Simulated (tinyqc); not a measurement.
Worked calculation: thin-film optics by transfer matrices. Values are carried at full precision from step to step, so a last printed digit may differ when a step is redone from the rounded ones.

Indices N = n + i k. Snell: N0 sin(theta) = N_j sin(theta_j), with Im(N_j cos theta_j) >= 0. Admittance y_j = N_j cos theta_j for s and N_j/cos theta_j for p. Phase delta_j = 2 pi N_j cos theta_j d_j/lambda. Layer matrix [[cos delta, -i sin delta/y], [-i y sin delta, cos delta]], multiplied from the top down to M. (B, C) = M (1, y_sub); r = (y0 B - C)/(y0 B + C), R = |r|^2, T = 4 Re y0 Re y_sub/|y0 B + C|^2, absorbed in the films 1 - R - T.

Parameters, chosen for this exercise (indices near those of polySi, SiO2 on polySi; not measured data):
- lam = 633 nm (vacuum wavelength)
- n0 = 1 (ambient index)
- n = (3.98, 1.454, 3.981) (n of polySi, SiO2, substrate)
- k = (0.039, 0, 0.038) (k in the same order)
- d = (67.7, 320) nm (thicknesses, top first)
- theta = 30 degrees (angle of incidence)
- pol = s (polarisation)

## Angles, admittances and phases

Form cos theta_j, y_j and delta_j.

cos theta_j: ambient 0.8660, film 1 0.9921+0.0002i, film 2 0.9390, substrate 0.9921+0.0002i

y_j: ambient 0.8660, film 1 3.9485+0.0393i, film 2 1.3653, substrate 3.9495+0.0383i

delta_j (rad): film 1 2.6533+0.0264i, film 2 4.3367

## Layer matrices and their product

Form each matrix and multiply from the top down.

matrix of film 1:
$$\begin{pmatrix}
-0.8835-0.0124i & -0.0071-0.1188i \\
-0.0737-1.8537i & -0.8835-0.0124i
\end{pmatrix}$$

matrix of film 2:
$$\begin{pmatrix}
-0.3669 & 0.6814i \\
1.2701i & -0.3669
\end{pmatrix}$$

M:
$$\begin{pmatrix}
0.4750-0.0045i & 0.0110-0.5584i \\
0.0428-0.4420i & 1.5872-0.0457i
\end{pmatrix}$$

Each matrix has determinant 1, and so has M.

## Reflection and transmission

Close the stack on the substrate.

B, C: [0.5400-2.2093i, 6.3130-0.5615i]

r = -0.6965-0.4536i
R = 0.6909
T into the substrate = 0.2626
absorbed in the films = 0.0465

The bare substrate would reflect 0.4100.

## Ellipsometric angles

Ellipsometry: rho = tan(Psi) exp(i Delta) = -conj(r_p/r_s) with the r of the admittance formula, Delta in 0 to 360 degrees, so that a bare dielectric at small angles gives Delta = 180.

Repeat the steps for both polarisations.

r_s = -0.6965-0.4536i
r_p = -0.5770-0.5031i
Psi = 42.64 degrees
Delta = 171.99 degrees

## Checks

- R against the recursion of Airy sums from the substrate up: both 0.69086.

Run: tinyqc, `OMP_NUM_THREADS=1 python tinyqc.py 1680223 1680224 out.jsonl`; Intel(R) Xeon(R) Processor @ 2.30GHz, one thread, shared host; about 0.01 s of CPU time with all checks.
